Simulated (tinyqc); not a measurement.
## Bias-temperature instability, empirical power law with universal recovery: effect of the time exponent at a fixed measured point

Threshold-voltage shift at the end of a stress: dV = A (V/V0)^g exp[-(Ea q/kB)(1/T - 1/T0)] (t/1 s)^n. After a delay tr the permanent share pp stays and the rest falls by r = 1/(1 + B (tr/t)^be). An empirical model: its parameters are fits, not properties.

The lifetime solves dV = dc; ten years are 3.15576e8 s. A is rescaled so that the shift at ts, V0 and T0 stays the same.

Inputs (values chosen for the exercise): reference stress voltage V0 = 1.8 V; reference temperature T0 = 373 K; shift after 1 s at V0 and T0 A = 4.7 mV; time exponent n = 0.14; voltage exponent g = 5.6; apparent activation energy of the shift Ea = 0.12 eV; use voltage V = 0.72 V; use temperature T = 358 K; failure criterion dc = 30 mV; stress time ts = 100 s.

Constants: q = 1.602176634e-19 C, kB = 1.380649e-23 J/K. Results are converted to the units shown.

Result of one run:
```
A (mV)	shift after ten years (mV)	lifetime (years)
2.524	2.773	5.763e4
```

Which assumed time exponent nx gave this result: 0.1, 0.175, 0.25, 0.275 or 0.3?

nx = 0.275.

The whole series:
```
nx	A (mV)	shift after ten years (mV)	lifetime (years)
0.1	5.651	0.2021	5.189e22
0.125	5.036	0.2938	1.181e17
0.15	4.488	0.4271	2.044e13
0.175	4.000	0.6209	4.201e10
0.2	3.565	0.9027	4.055e8
0.225	3.178	1.312	1.098e7
0.25	2.832	1.908	6.118e5
0.275	2.524	2.773	5.763e4
0.3	2.250	4.031	8047
```

The ten-year shift rises from 0.202 to 4.03 mV and the lifetime falls from 5.19e22 to 8050 years: an error of 0.025 in the exponent changes the shift by a factor of 1.45 over the 6.50 decades from ts to ten years. In every row the lifetime is a formal extrapolation far beyond any test.

Numbers from tinyqc (`OMP_NUM_THREADS=1 python tinyqc.py 2070022 2070023 out.jsonl`; about 0.01 s on one thread of a shared Intel Xeon 2.30GHz).
